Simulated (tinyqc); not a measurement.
On-chip power grid, static voltage drop by conjugate gradients: two steps of the calculation.

A grid of 3 rows and 3 columns, node k = 3 row + column. Neighbours in a row are joined by Rx, in a column by Ry; pad nodes, which reach the supply through Rp: 0, 2, 6, 8. Each node draws I0, node 7 draws kh I0. The drops u = Vdd - V solve G u = i, with G the conductance matrix (1/Rp added on the diagonal at pad nodes).

Parameters, values chosen for the exercise:
```
symbol  value  unit                                   meaning
Vdd      0.75     V                            supply voltage
Rx       0.25   ohm        resistance of a horizontal segment
Ry       0.29   ohm          resistance of a vertical segment
Rp       0.57   ohm  resistance from a pad node to the supply
I0         11    mA          load current of an ordinary node
kh          3              factor on the load at the hot node
```

Question 1. Diagonal of G, loads and first direction. G_kk = sum of the conductances at node k. Start u = 0, so the residual is r = i; p = r.

Wanted: G_kk; r at the start; p at the start.

Answer 1.

G_kk (S):
```
        col 0   col 1   col 2
row 0  9.2027  11.448  9.2027
row 1  10.897  14.897  10.897
row 2  9.2027  11.448  9.2027
```

r at the start (mA):
```
        col 0   col 1   col 2
row 0  11.000  11.000  11.000
row 1  11.000  11.000  11.000
row 2  11.000  33.000  11.000
```

p at the start (mA):
```
        col 0   col 1   col 2
row 0  11.000  11.000  11.000
row 1  11.000  11.000  11.000
row 2  11.000  33.000  11.000
```

Question 2. Worst drop, pad currents and power lost. Pad current u/Rp; worst drop as a share of Vdd; power lost in the grid and pads sum_k i_k u_k; power delivered sum_k i_k (Vdd - u_k).

converged u (mV):
```
           col 0      col 1      col 2
row 0  16.642674  18.769523  16.642674
row 1  19.452855  20.513812  19.452855
row 2  17.842326  21.529520  17.842326
```

Find: worst drop; share of Vdd; pad currents; power lost; power delivered.

Answer 2.

worst drop = 21.53 mV
share of Vdd = 2.871 %
pad currents (mA): node 0 29.20, node 2 29.20, node 6 31.30, node 8 31.30
power lost = 2.329 mW
power delivered = 88.42 mW

The pad currents add up to the total load, 121.0 mA. The worst drop is at node 7; the hot node is 7.

Program tinyqc, `OMP_NUM_THREADS=1 python tinyqc.py 2770199 2770200 out.jsonl`; Intel Xeon 2.30GHz, shared host, one thread, about 0.4 s.
